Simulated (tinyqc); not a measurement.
Conductivity against oxygen pressure: defect equilibria of an oxide against oxygen pressure (mass action). Computed by tinyqc, a small Python program. Command: `OMP_NUM_THREADS=1 python tinyqc.py 3028298 3028299 out.jsonl brouwer walk`. One thread of a shared host (Intel(R) Xeon(R) Processor @ 2.30GHz), about 0.01 s of CPU time with the checks.

Defects: oxygen vacancies V (charge +2), electrons n, holes p, the ionic partner X = V_M'''' (charge -4), and the dopant. Activities are taken equal to concentrations.

Inputs (values chosen for the exercise, for a model oxide):
```
quantity                           value             unit
reduction enthalpy H_r              3.47               eV
prefactor K_r0                   1.1e+70  cm^-9 atm^(1/2)
gap E_g                             2.51               eV
prefactor N_c N_v                  8e+42            cm^-6
disorder enthalpy H_s               3.83               eV
prefactor K_s0                     6e+67            cm^-9
dopant density N_d               1.2e+19            cm^-3
temperature T                        700                K
electron mobility mu_n               3.4       cm^2/(V s)
hole mobility mu_p                   1.1       cm^2/(V s)
vacancy diffusion prefactor D_0     0.27           cm^2/s
vacancy migration energy E_m        0.91               eV
```

Ionic disorder: Schottky, oxide MO2. Dopant (singly charged, fully ionised): acceptor.

Constants: k_B = 8.617333262e-05 eV/K; e = 1.602176634e-19 C.

Method:
- K_r = K_r0 exp(-H_r/k_B T) = [V] n^2 P^(1/2); K_i = N_c N_v exp(-E_g/k_B T) = n p; K_s = K_s0 exp(-H_s/k_B T) = [X] [V]^2.
- Neutrality: 2 [V] + p = n + 4 [X] + N_d. With n as the unknown, [V] = K_r/(n^2 P^(1/2)), p = K_i/n, [X] = K_s/[V]^2; the log ratio is ln(positive/negative).
- The root is found by 60 bisections in ln n between n = 1e-10 and 1e25 cm^-3.
- sigma_n = e n mu_n, sigma_p = e p mu_p, sigma_ion = 2 e [V] mu_V with mu_V = 2 e D/(k_B T) and D = D_0 exp(-E_m/k_B T); only the oxygen vacancies carry ionic current, and the ionic transport number is sigma_ion over the total.

K_r = 1.14417e+45 cm^-9 atm^(1/2)

K_i = 6.79024e+24 cm^-6

K_s = 1.59722e+40 cm^-9

Log10 of the conductivities in S/cm:
```
log10 P (atm)   n-type   p-type    ionic    total  ionic transport number
-28             1.4952  -13.681  -4.5536   1.4952                 0.00000
-24             0.7432  -12.929  -5.0495   0.7432                 0.00000
-20            -0.1462  -12.040  -5.2709  -0.1462                 0.00001
-16            -1.1261  -11.060  -5.3110  -1.1261                 0.00007
-12            -2.1239  -10.062  -5.3154  -2.1236                 0.00064
-8             -3.1237   -9.062  -5.3158  -3.1209                 0.00638
-4             -4.1236   -8.062  -5.3159  -4.0966                 0.06035
0              -5.1236   -7.062  -5.3159  -4.9051                 0.38838
```

The ionic transport number stays at or below about 0.39: no electrolytic window. The total has no minimum inside this range.

Extremes, crossings and ranges named in words are read from the listed rows.
